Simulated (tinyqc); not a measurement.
Transverse acoustic branch against its sound line: Keating valence-force model of a tetrahedral crystal. Computed by tinyqc, a small Python program. Command: `OMP_NUM_THREADS=1 python tinyqc.py 3031265 3031266 out.jsonl keating walk`. One thread of a shared host (Intel(R) Xeon(R) Processor @ 2.30GHz), about 0.02 s of CPU time with the checks.

Atom A sits at 0 and atom B at a/4 (1,1,1) of an fcc lattice; the four bonds from A are t = a/4 (1,1,1), a/4 (1,-1,-1), a/4 (-1,1,-1), a/4 (-1,-1,1), of length d = sqrt(3) a/4. Energy: E = (3 alpha/(8 d^2)) sum over bonds (r.r - d^2)^2 + (3 beta/(8 d^2)) sum over pairs of bonds at one atom (r_i.r_j + d^2/3)^2, with beta_A for the six pairs at A and beta_B for the six at B. The cell holds two atoms, Omega = a^3/4. 1 N/m = 1 J/m^2. With constants fitted to the elastic moduli this model puts optical and zone-boundary frequencies of real crystals too high, by up to about 20 % in elemental crystals and up to about 50 % in compounds, and mostly by more for TA modes; in compounds the lattice part of the static dielectric constant then comes out too low.

Inputs (values chosen for the exercise, modelled on cubic gallium nitride): lattice constant a = 4.52 angstrom; mass M_A = 69.72 u; mass M_B = 14.007 u; bond stretching alpha = 83.5 N/m; bond bending beta_A = 18.2 N/m; bond bending beta_B = 19.2 N/m.

Structure: zinc blende.

Constants: nu for 1 eV/(angstrom^2 u) = 15.6333042 THz; 1 eV/angstrom^2 = 16.02176634 J/m^2; u = 1.6605390666e-27 kg.

Method:
- beta = (beta_A + beta_B)/2; C11 = (alpha + 3 beta)/a, C12 = (alpha - beta)/a, C44 = 4 alpha beta/(a (alpha + beta)); with the two sublattices clamped C44(0) = (alpha + beta)/a; internal-strain parameter zeta = (alpha - beta)/(alpha + beta); B = (C11 + 2 C12)/3.
- With displacements u exp(i q.r), each bracket changes by g.u, where g = (g_A, g_B): bond t, g = (-2 t, 2 t exp(i q.t)); pair (i, j) at A, g = (-(t_i + t_j), t_i exp(i q.t_j) + t_j exp(i q.t_i)); pair at B, g = (-t_i exp(-i q.t_j) - t_j exp(-i q.t_i), t_i + t_j). Then D_mn = sum over the 4 bonds and 12 pairs of (4 k/a^2) conj(g_m) g_n / sqrt(M_m M_n), with k = alpha or beta converted to eV/angstrom^2. Only the short-range forces enter; the Coulomb field of the charges is left out.
- An eigenvalue lambda of D in eV/(angstrom^2 u) gives nu = 15.6333042 THz x sqrt(lambda).
- The sound line is nu = v q/(2 pi) with v = sqrt(C44/rho), rho = (M_A + M_B)/Omega; the clamped line uses C44(0).

C44 = 135.207 GPa

clamped C44(0) = 226.106 GPa

Frequencies (THz) along G-X; columns: (1) q (2 pi/a); (2) lowest branch; (3) sound line, relaxed C44; (4) sound line, clamped C44(0); (5) third-lowest frequency; (6) highest frequency:
```
(1)      (2)     (3)     (4)     (5)     (6)
0.05  0.5237   0.524   0.678   0.791  23.122
0.15  1.5615   1.572   2.033   2.357  23.115
0.30  3.0566   3.145   4.067   4.596  23.094
0.45  4.4154   4.717   6.100   6.603  23.056
0.60  5.5624   6.290   8.134   8.268  23.004
0.75  6.4178   7.862  10.167   9.487  22.949
0.90  6.9068   9.435  12.201  10.174  22.910
1.00  7.0025  10.483  13.556  10.308  22.902
```

At small q the branch follows the relaxed line (0.999 of it, against 0.773 of the clamped one): in a long shear wave the sublattices shift against each other. At X it reaches 67 % of the relaxed line. Real tetrahedral semiconductors have flatter TA branches than a Keating model fitted to their elastic constants, which needs longer-ranged terms to mend.

Extremes, crossings and ranges named in words are read from the listed rows.
